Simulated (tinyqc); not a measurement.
On-chip power grid, static voltage drop by conjugate gradients: course of the conjugate-gradient iteration.

A grid of 3 rows and 4 columns, node k = 4 row + column. Neighbours in a row are joined by Rx, in a column by Ry; pad nodes, which reach the supply through Rp: 0, 3, 8, 11. Each node draws I0, node 8 draws kh I0. The drops u = Vdd - V solve G u = i, with G the conductance matrix (1/Rp added on the diagonal at pad nodes).

G_kk = sum of the conductances at node k. Start u = 0, so the residual is r = i; p = r.

q = G p; a = (r.r)/(p.q); u(new) = u + a p; r(new) = r - a q; b = (r.r)(new)/(r.r); p(new) = r(new) + b p.

Stop when |r| is below 1e-9 mA.

Inputs (values chosen for the exercise): resistance of a horizontal segment Rx = 0.69 ohm; resistance of a vertical segment Ry = 1.2 ohm; resistance from a pad node to the supply Rp = 0.35 ohm; load current of an ordinary node I0 = 8 mA; factor on the load at the hot node kh = 5.

Course of the iteration:

| iteration | largest u (mV) | \|r\| (mA) |
|---|---|---|
| 1 | 12.3582 | 38.3 |
| 2 | 20.2472 | 35.4 |
| 3 | 21.9600 | 16.2 |
| 4 | 21.4238 | 6.74 |
| 5 | 21.2409 | 3.31 |
| 6 | 21.2428 | 0.600 |
| 7 | 21.2568 | 0.182 |
| 8 | 21.2478 | 0.0822 |
| 9 | 21.2497 | 0.0217 |
| 10 | 21.2522 | 5.99e-3 |
| 11 | 21.2523 | 8.45e-4 |
| 12 | 21.2524 | < 1e-11 |

Did this iteration meet its convergence test, and what does its course show?

Yes. Converged in 12 iterations for 12 unknowns; in exact arithmetic the method needs at most 12. The condition number of the matrix is 14.2. Gauss-Seidel sweeps in node order need 84 to reach the same residual.

Numbers from tinyqc (`OMP_NUM_THREADS=1 python tinyqc.py 2770217 2770218 out.jsonl`; about 0.3 s on one thread of a shared Intel Xeon 2.30GHz).
